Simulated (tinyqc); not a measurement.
# Bandgap voltage reference from two bipolar transistors: output against temperature

Two transistors of area 1 and N carry the same current I. Is(T) = Is (T/T0)^eta exp[(Vg0 q/kB)(1/T0 - 1/T)], VBE1 = Vt ln(I/Is(T)) + I rb, VBE2 = Vt ln(I/(N Is(T))) + I rb/N. The amplifier forces I R1(T) = VBE1 - VBE2 + Vos, with R(T) = R (1 + tc (T - T0)) for both resistors, and the output is Vref = VBE1 + I R2(T). Base currents and the Early effect are neglected.

Vt = kB T/q; I = (Vt ln N + Vos)/(R1(T) - rb (1 - 1/N)).

Parameters, values chosen for the exercise; values of the order met in silicon bipolar transistors: reference temperature T0 = 298 K; band-gap voltage extrapolated to 0 K Vg0 = 1.182 V; temperature exponent of the saturation current eta = 3.9; saturation current of the unit transistor at T0 Is = 9.9e-16 A; area ratio of the second transistor N = 10; resistor across which the difference of VBE falls, at T0 R1 = 25 kohm; temperature coefficient of both resistors tc = 800 ppm/K; offset of the amplifier Vos = -0.4 mV; series resistance of the unit transistor rb = 0 ohm; output resistor at T0 R2 = 294.9 kohm.

Constants: q = 1.602176634e-19 C, kB = 1.380649e-23 J/K. Results are converted to the units shown.

Results:
```
T (K)  I (uA)  VBE1 (V)  I R2 (V)  Vref (V)  Vref - Vref(T0) (mV)  dVref/dT (uV/K)
218     1.831    0.7411    0.5055     1.247               -0.5260            52.84
233     1.934    0.7066    0.5406     1.247                0.1256            34.23
253     2.066    0.6603    0.5874     1.248                0.5755            11.05
298     2.349    0.5544    0.6928     1.247                     0           -35.47
323     2.498    0.4947    0.7513     1.246                -1.179           -58.59
348     2.640    0.4344    0.8098     1.244                -2.916           -80.13
373     2.778    0.3736    0.8683     1.242                -5.175           -100.3
398     2.910    0.3124    0.9268     1.239                -7.922           -119.3
423     3.038    0.2507    0.9853     1.236                -11.13           -137.2
```

Estimate the missing row, T = 273 K.

Computed row:
```
T (K)  I (uA)  VBE1 (V)  I R2 (V)  Vref (V)  Vref - Vref(T0) (mV)  dVref/dT (uV/K)
273     2.195    0.6134    0.6343     1.248                0.5786           -10.49
```

With this row back in the table: VBE1 falls by 2.39 mV/K on average and I R2 rises by 2.34 mV/K. The slope of Vref vanishes at T = 263 K. Between 233 and 398 K Vref spans 8.55 mV, or 41.6 ppm/K by the box method (span over the average over T, over 165 K).

Program tinyqc, `OMP_NUM_THREADS=1 python tinyqc.py 2062004 2062005 out.jsonl`; Intel Xeon 2.30GHz, shared host, one thread, about 0.02 s.
